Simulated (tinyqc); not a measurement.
Comparisons within one model: three-band (Emery) model of a CuO2 plane downfolded to one band. A value that a table varies takes the place of the one given here.

Electron picture, d at 0 and the oxygen p orbitals at -D; sx = sin(kx a/2), sy = sin(ky a/2). H = [[0, 2 tpd sx, -2 tpd sy], [., -D, -4 tpp sx sy], [., ., -D]], real and symmetric. The top (antibonding) band crosses the Fermi level.

One-band form E = e0 - 2t (cos kx + cos ky) - 4t' cos kx cos ky - 2t'' (cos 2kx + cos 2ky) - 4t''' (cos 2kx cos ky + cos kx cos 2ky), k in 1/a. Each hopping is minus the mean of E cos(m kx) cos(n ky) over a 12 x 12 mesh, k = (j + 1/2) 2 pi/12.

Parameters, chosen for this exercise (out of a larger set: of the size used for cuprate planes; not measured data): D = 2.2 eV (ed - ep); tpd = 1.23 eV (d-p hopping); tpp = 0.77 eV (p-p hopping).

## Ways to reach one band

e0, t, t', t'', t''' (eV): 1.97600  0.48957  -0.04690  0.04580  -0.00284

k in pi/a. Second order: 4 tpd^2 (sx^2 + sy^2)/D. Downfolded at a fixed energy: h(E0) = V (E0 - H_pp)^-1 V^T at E0 = the exact level at (1/2,1/2), then linearised, E = E0 + Z (h(E0) - E0), Z = 1/(1 + |(E0 - H_pp)^-1 V^T|^2). Fourier: all four hoppings.

Top band (eV):

| k | exact | second order | linearised | Fourier |
|---|---|---|---|---|
| (0,0) | 0.0000 | 0.0000 | 0.0000 | 0.0449 |
| (1/2,0) | 0.9581 | 1.3754 | 0.8959 | 0.9855 |
| (1,0) | 1.5947 | 2.7507 | 1.5749 | 1.6052 |
| (1,1/2) | 2.9762 | 4.1261 | 2.8288 | 2.9665 |
| (1,1) | 3.9467 | 5.5015 | 3.0203 | 3.9160 |
| (3/4,3/4) | 3.4358 | 4.6958 | 3.0100 | 3.4545 |
| (1/2,1/2) | 2.1520 | 2.7507 | 2.1520 | 2.1592 |
| (1/4,1/4) | 0.7184 | 0.8057 | 0.6315 | 0.6851 |

The band is 3.947 eV wide; second order gives 5.501, a factor 1.39, since 2 tpd/D = 1.12 is not small. It also leaves out tpp, which widens the exact band and so lowers this factor; with 4 tpp above D an oxygen level passes the d level at (1,1), where the expansion has no meaning. Linearising about the Fermi region is exact at (1/2,1/2), off by 19.8 meV at (1,0) and 926 meV at worst, far from E0. The four Fourier hoppings err by at most 45 meV, at (0,0).

## What sets t'/t

tpp is varied; points are in units of pi/a. E(1,0) is the saddle point; the filling is the share of a 40 x 40 mesh, k = (j + 1/2) 2 pi/40, below the saddle energy, times two.

One-band values:

| tpp (eV) | t (eV) | t' (eV) | t'' (eV) | t'/t | E(1,0) - E(1/2,1/2) (eV) | electrons at the saddle |
|---|---|---|---|---|---|---|
| 0.05 | 0.3086 | 0.0319 | 0.0211 | 0.103 | -0.0300 | 0.950 |
| 0.20 | 0.3399 | 0.0182 | 0.0258 | 0.053 | -0.1247 | 0.915 |
| 0.35 | 0.3745 | 0.0031 | 0.0308 | 0.008 | -0.2271 | 0.885 |
| 0.50 | 0.4125 | -0.0135 | 0.0359 | -0.033 | -0.3374 | 0.825 |
| 0.65 | 0.4539 | -0.0315 | 0.0413 | -0.069 | -0.4561 | 0.780 |
| 0.80 | 0.4988 | -0.0509 | 0.0469 | -0.102 | -0.5835 | 0.760 |

t'/t goes from 0.103 to -0.102. With tpp = 0 the band depends on sx^2 + sy^2 alone and the line through the saddle is a nested square, whatever t' says: terms in (cos kx + cos ky)^2 bring t' and t'' in the ratio two to one, higher powers alter it (first row: 0.0319 and 0.0211 eV), so t' - 2t'', which goes from -0.0102 to -0.1448 eV, measures the rounding. Oxygen hopping lowers the saddle against (1/2,1/2), by 0.583 eV in the last row, so the van Hove filling moves from 0.95 to 0.76 electrons (mesh values, coarse by a few hundredths; the nested square holds exactly 1) and the half-filled Fermi line closes around (1,1).

## What each parameter does

Top band at (1,1), (1,0) and (1/2,1/2) in pi/a, and its d weight at (1/2,1/2). Each row changes one parameter from the base and keeps the others.

Results:

| case | E(1,1) (eV) | E(1,0) (eV) | E(1/2,1/2) (eV) | d weight |
|---|---|---|---|---|
| base | 3.9467 | 1.5947 | 2.1520 | 0.5665 |
| D = 2.42 eV | 3.8246 | 1.5315 | 2.0590 | 0.5880 |
| tpd = 1.107 eV | 3.6018 | 1.3722 | 1.9085 | 0.5737 |
| tpp = 0.847 eV | 4.1233 | 1.5947 | 2.2200 | 0.5512 |

The largest shifts from the base row, up to three for each result and ties (the steps differ in size, so this ranks the rows, not the parameters). E(1,1) (eV): tpd -0.3448, tpp +0.1766, D -0.1221. E(1,0) (eV): tpd -0.2225, D -0.0633; unchanged at the printed digits by tpp. E(1/2,1/2) (eV): tpd -0.2436, D -0.0930, tpp +0.0679. d weight: D +0.0216, tpp -0.0153, tpd +0.0072. At (1,0) sy = 0, so tpp does not enter.

Run: tinyqc, `OMP_NUM_THREADS=1 python tinyqc.py 1482789 1482790 out.jsonl`; Intel(R) Xeon(R) Processor @ 2.30GHz, one thread, shared host; about 0.06 s of CPU time with all checks.
